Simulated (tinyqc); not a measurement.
Zener tunnelling in a reverse-biased junction, two-band WKB: one step of the calculation.

Abrupt p-n junction, depletion approximation. Energies E are counted from the conduction-band edge of the neutral n side; its Fermi level lies at dn, that of the p side at dn - V, and the valence-band edge of the neutral p side at Em = dn + dp - V. Tunnelling needs 0 < E < Em. Two-band dispersion with equal masses m: inside the gap kappa = sqrt(m u (1 - u/Eg)/C), u the distance from a band edge, C = hbar^2/(2 m0).

Question. Current density on a coarse grid. J = KJ exp(-S) Eb times the integral from 0 to Em of [f(E - dn) - f(E - dn + V)] [1 - exp(-min(E, Em - E)/Eb)] dE, f(x) = 1/(1 + exp(x/Vt)), with S and Eb from the mean field; J > 0 flows from p to n. KJ = (2 q^2/h) m/(4 pi C) (times 1e14 for A/cm^2 per eV^2). Simpson's rule on nE equally spaced points from 0 to Em.

Inputs (values chosen for the exercise); band and dielectric values those of a made-up semiconductor: temperature T = 350 K; band-edge mass of the two-band model m = 0.027 m0; bias of the p side V = -0.94 V; points of the energy grid nE = 9.

Constants: q = 1.602176634e-19 C, kB = 1.380649e-23 J/K, hbar = 1.054571817e-34 J s, h = 6.62607015e-34 J s, m0 = 9.1093837015e-31 kg, Vt = kB T/q, hbar^2/(2 m0) = 0.0380998212 eV nm^2. Results are converted to the units shown.

dn = 0.53254372 eV
dp = 0.050318658 eV
S = 1.5858762
Eb = 51.233508 meV

Wanted: E; difference of the f; transverse factor; integral; KJ; J.

Answer.

```
point  E (eV)  difference of the f  transverse factor
0      0.0000               0.0000             0.0000
1      0.1904               0.0000             0.9757
2      0.3807              -0.0065             0.9994
3      0.5711              -0.7820             1.0000
4      0.7614              -0.9995             1.0000
5      0.9518              -1.0000             1.0000
6      1.1421              -1.0000             0.9994
7      1.3325              -0.9905             0.9757
8      1.5229              -0.1586             0.0000
```

integral = -0.95205 eV
KJ = 4.3694e8 A/(cm^2 eV^2)
J = -4.3642e6 A/cm^2

Range of the model: Parabolic densities of states, no band tails and no gap narrowing, all of which matter at such doping.

Computed by the program tinyqc: `OMP_NUM_THREADS=1 python tinyqc.py 2620079 2620080 out.jsonl`, one thread of a shared Intel Xeon 2.30GHz, about 0.02 s for the whole run.
